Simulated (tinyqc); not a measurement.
# Space-charge-limited current with shallow traps, step by step

tinyqc, about 0.01 s, one thread, Intel Xeon 2.30GHz (shared host): `OMP_NUM_THREADS=1 python tinyqc.py 2370003 2370004 out.jsonl` Printed values are rounded.

One carrier type, drift only, an injecting contact at x = 0 (zero field) and thickness L. The share th = y/(1 + y), y = (Nc/Nt) exp(-Et/kB T), of the injected charge is free: J = q mu n F, eps0 eps_r dF/dx = q (n - n0)/th.

Parameters, values chosen for the exercise: temperature T = 250 K; relative permittivity eps_r = 7.6; mobility mu = 0.049 cm^2/(V s); thickness L = 6000 nm; band density of states Nc = 3.1e20 cm^-3; trap density Nt = 1.6e15 cm^-3; trap depth Et = 0.21 eV; free carrier density in equilibrium n0 = 9.3e12 cm^-3; voltage V = 6.2 V.

Constants: q = 1.602176634e-19 C, kB = 1.380649e-23 J/K, Vt = kB T/q, eps0 = 8.8541878128e-14 F/cm where lengths are in cm. Results are converted to the units shown.

Range of the model: Diffusion and a field-dependent mobility are left out. With injecting contacts the diffusion current, about 4 pi^2 Vt th eps0 eps_r mu V/L^3, equals the Mott-Gurney current at V = 35 kB T/q (0.9 V at 300 K), so the drift-only result needs V well above that.

## Limits and characteristic voltages

Ohmic J = q n0 mu V/L; Mott-Gurney J = (9/8) th eps0 eps_r mu V^2/L^3; they cross at Vx = 8 q n0 L^2/(9 th eps0 eps_r); traps fill at V_TFL = q Nt L^2/(2 eps0 eps_r).

th = 0.9188280
ohmic J = 7.544490e-4 A/cm^2
Mott-Gurney J = 0.006065614 A/cm^2
Vx = 0.7711640 V
V_TFL = 68.57101 V

## The exact current

Exact: with u = n0/n(L), w = -u - ln(1 - u) and v = -u - u^2/2 - ln(1 - u), V = (q n0 L^2/(th eps0 eps_r)) v/w^2 and J = q^2 n0^2 mu L/(th eps0 eps_r w). v/w^2 falls steadily with u, so u follows by bisection.

v/w^2 = 7.146483
u = 0.1679119
w = 0.01590505
J = 0.006637466 A/cm^2
exit field over V/L = 1.477250

J is 2.7 % below the plain sum of the two limits; the exit field lies between the ohmic 1 and the Mott-Gurney 1.5.
